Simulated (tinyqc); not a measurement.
Sp3 tight binding, zinc-blende lattice, step by step. Computed by tinyqc, a small Python program that keeps every step. Command: `OMP_NUM_THREADS=1 python tinyqc.py 23038 23039 out.jsonl` (the two numbers bound the seeds that draw the settings). One thread of a shared host (Intel(R) Xeon(R) Processor @ 2.60GHz), about 0.01 s of CPU time with the checks.

## Bloch Hamiltonian at k

Parameters chosen for this model: zinc-blende lattice, anion at 0, cation at a/4 (1,1,1); V = eta hbar^2 / (m d^2), hbar^2/m = 7.619964 eV angstrom^2:

| parameter | value | unit |
|---|---|---|
| a | 3.760000 | angstrom |
| d | 1.628128 | angstrom |
| Es anion | -16.320000 | eV |
| Ep anion | -9.280000 | eV |
| Es cation | -8.270000 | eV |
| Ep cation | -5.080000 | eV |
| eta ss | -1.320000 |  |
| eta sp | 1.420000 |  |
| eta pp sigma | 2.220000 |  |
| eta pp pi | -0.630000 |  |
| V ss | -3.794459 | eV |
| V sp | 4.081918 | eV |
| V pp sigma | 6.381590 | eV |
| V pp pi | -1.810992 | eV |

k point k (2 pi / a): -0.120000  -0.460000  -0.600000

Slater-Koster rules over the four bonds with direction cosines (l, m, n): ss V_ss; s-px l V_sp; px-s -l V_sp; px-px l^2 V_pps + (1 - l^2) V_ppp; px-py l m (V_pps - V_ppp); each times exp(i k.d).

H(k) at k (eV):
```
                      a s                 a px                 a py                 a pz
a s            -16.320000             0.000000             0.000000             0.000000
a px             0.000000            -9.280000             0.000000             0.000000
a py             0.000000             0.000000            -9.280000             0.000000
a pz             0.000000             0.000000             0.000000            -9.280000
c s   -6.573439+1.521599i   4.954116-0.778815i   1.071947-3.599376i   0.686618-5.619341i
c px  -4.954116+0.778815i   1.593561-0.368872i  -0.795629+6.511504i  -1.242136+4.170836i
c py  -1.071947+3.599376i  -0.795629+6.511504i   1.593561-0.368872i  -5.740663+0.902464i
c pz  -0.686618+5.619341i  -1.242136+4.170836i  -5.740663+0.902464i   1.593561-0.368872i

                      c s                 c px                 c py                 c pz
a s   -6.573439-1.521599i  -4.954116-0.778815i  -1.071947-3.599376i  -0.686618-5.619341i
a px   4.954116+0.778815i   1.593561+0.368872i  -0.795629-6.511504i  -1.242136-4.170836i
a py   1.071947+3.599376i  -0.795629-6.511504i   1.593561+0.368872i  -5.740663-0.902464i
a pz   0.686618+5.619341i  -1.242136-4.170836i  -5.740663-0.902464i   1.593561+0.368872i
c s             -8.270000             0.000000             0.000000             0.000000
c px             0.000000            -5.080000             0.000000             0.000000
c py             0.000000             0.000000            -5.080000             0.000000
c pz             0.000000             0.000000             0.000000            -5.080000
```

## Levels at k

Diagonalise the Hermitian matrix.

eigenvalues (eV): -23.717528  -18.723810  -16.690013  -15.219220  0.181029  0.485079  1.566580  4.447882

weights |c|^2 of the basis functions:
```
        band 1    band 2    band 3    band 4    band 5    band 6    band 7    band 8
a s   0.625814  0.064167  0.023580  0.006050  0.229272  0.001910  0.017867  0.031341
a px  0.000195  0.160100  0.420847  0.000377  0.056481  0.097957  0.166658  0.097385
a py  0.018283  0.210971  0.099359  0.277860  0.000576  0.045843  0.199673  0.147435
a pz  0.033893  0.157749  0.058788  0.345827  0.015552  0.252708  0.002118  0.133365
c s   0.191934  0.126924  0.098762  0.015850  0.249956  0.174356  0.074316  0.067902
c px  0.017271  0.184387  0.131905  0.004057  0.298384  0.029626  0.177117  0.157253
c py  0.041156  0.061826  0.121251  0.155818  0.006865  0.060963  0.360163  0.191958
c pz  0.071454  0.033875  0.045509  0.194161  0.142913  0.336637  0.002090  0.173360
```

## Bloch Hamiltonian at X

k point X (2 pi / a): 1  0  0

As before.

H(k) at X (eV):
```
                     a s                a px                 a py                 a pz
a s           -16.320000            0.000000             0.000000             0.000000
a px            0.000000           -9.280000             0.000000             0.000000
a py            0.000000            0.000000            -9.280000             0.000000
a pz            0.000000            0.000000             0.000000            -9.280000
c s             0.000000  0.000000+9.426786i             0.000000             0.000000
c px  0.000000-9.426786i            0.000000             0.000000             0.000000
c py            0.000000            0.000000             0.000000  0.000000-10.923443i
c pz            0.000000            0.000000  0.000000-10.923443i             0.000000

                     c s                c px                 c py                 c pz
a s             0.000000  0.000000+9.426786i             0.000000             0.000000
a px  0.000000-9.426786i            0.000000             0.000000             0.000000
a py            0.000000            0.000000             0.000000  0.000000+10.923443i
a pz            0.000000            0.000000  0.000000+10.923443i             0.000000
c s            -8.270000            0.000000             0.000000             0.000000
c px            0.000000           -5.080000             0.000000             0.000000
c py            0.000000            0.000000            -5.080000             0.000000
c pz            0.000000            0.000000             0.000000            -5.080000
```

## Levels at X

As before.

eigenvalues (eV): -21.674912  -18.303471  -18.303471  -18.215303  0.274912  0.665303  3.943471  3.943471

## Bands along a path

The same steps at evenly spaced points between the labelled ones.

Bands along the path (eV):

| k | band 1 | band 2 | band 3 | band 4 | band 5 | band 6 | band 7 | band 8 |
|---|---|---|---|---|---|---|---|---|
| L | -23.652662 | -20.259562 | -14.777454 | -14.777454 | 0.109016 | 0.417454 | 0.417454 | 4.853208 |
| L-G 0.25 | -24.768876 | -18.768917 | -14.383938 | -14.383938 | 0.023938 | 0.023938 | 0.228583 | 4.359210 |
| L-G 0.50 | -26.393505 | -15.981622 | -13.331010 | -13.331010 | -1.028990 | -1.028990 | -0.029865 | 3.454993 |
| L-G 0.75 | -27.571385 | -13.008286 | -12.055769 | -12.055769 | -2.304231 | -2.304231 | -1.673667 | 3.303338 |
| G | -27.997463 | -11.416572 | -11.416572 | -11.416572 | -2.943428 | -2.943428 | -2.943428 | 3.407463 |
| G-X 0.25 | -27.425537 | -12.962743 | -12.962743 | -12.055419 | -2.688651 | -1.397257 | -1.397257 | 3.219608 |
| G-X 0.50 | -25.803359 | -15.596655 | -15.596655 | -13.845409 | -1.946391 | 1.236655 | 1.236655 | 2.645159 |
| G-X 0.75 | -23.453019 | -17.583847 | -17.583847 | -16.366571 | -0.832718 | 1.702307 | 3.223847 | 3.223847 |
| X | -21.674912 | -18.303471 | -18.303471 | -18.215303 | 0.274912 | 0.665303 | 3.943471 | 3.943471 |
| X-W 0.25 | -21.674912 | -18.303471 | -18.303471 | -18.215303 | 0.274912 | 0.665303 | 3.943471 | 3.943471 |
| X-W 0.50 | -21.674912 | -18.303471 | -18.303471 | -18.215303 | 0.274912 | 0.665303 | 3.943471 | 3.943471 |
| X-W 0.75 | -21.674912 | -18.303471 | -18.303471 | -18.215303 | 0.274912 | 0.665303 | 3.943471 | 3.943471 |
| W | -21.674912 | -18.303471 | -18.303471 | -18.215303 | 0.274912 | 0.665303 | 3.943471 | 3.943471 |

With 4 band(s) filled, the highest filled level on these points lies at G and the lowest empty one at G: a gap of 8.4731 eV, direct.
